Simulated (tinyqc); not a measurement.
Decay of LO phonons and the hot-phonon bottleneck in the cooling of electrons: one step, computed by the program tinyqc. Command: `OMP_NUM_THREADS=1 python tinyqc.py 3016033 3016034 out.jsonl hotphonon walk`. One thread of a shared host (Intel(R) Xeon(R) Processor @ 2.30GHz), about 0.01 s of CPU time with the checks.

n(E, T) = 1/(exp(E/(k_B T)) - 1) is the Bose occupation. Electrons have a temperature T_e; the LO modes within their reach share one occupation N; the decay products stay at the lattice temperature.

Task: Lifetime and Raman width. Decay rate 1/tau = (1/tau_0) [1 + 2 n(hbar omega/2)]. Full width Gamma = 1/(2 pi c tau) in 1/cm, c in cm/s.

Inputs (values chosen for the exercise, modelled on indium arsenide): LO energy hbar omega = 29.3 meV; lifetime at T = 0, tau_0 = 8.3 ps; lattice temperature T = 77 K.

Decay channel: two equal phonons (Klemens).

Constants: k_B = 8.617333262e-05 eV/K; c = 299792458 m/s.

Give: thermal factor tau_0/tau; phonon lifetime tau; Raman width Gamma; equilibrium LO occupation N_0.

Result:

thermal factor tau_0/tau = 1.247

phonon lifetime tau = 6.656 ps

Raman width Gamma = 0.7976 1/cm

equilibrium LO occupation N_0 = 0.01223

Stimulated decay shortens the lifetime by 20 %.
